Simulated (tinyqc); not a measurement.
# Thickness from two neighbouring fringes

Question. At normal incidence a transparent film with an index between those of air and substrate, taken as constant, has reflectance minima at 2 n1 d = (m + 1/2) lam (small phase shifts at the substrate neglected). Find d and the order m of the shorter wavelength.

Inputs (values chosen for the exercise): index of the transparent film n1 = 1.668.

wavelengths of two neighbouring reflectance minima (nm): [541, 624.23077]

Solution. Neighbouring orders differ by one: 2 n1 d (1/lam1 - 1/lam2) = 1.

d = 1216 nm
m = 7

Numbers from tinyqc (`OMP_NUM_THREADS=1 python tinyqc.py 2870112 2870113 out.jsonl`; about 0.01 s on one thread of a shared Intel Xeon 2.30GHz).
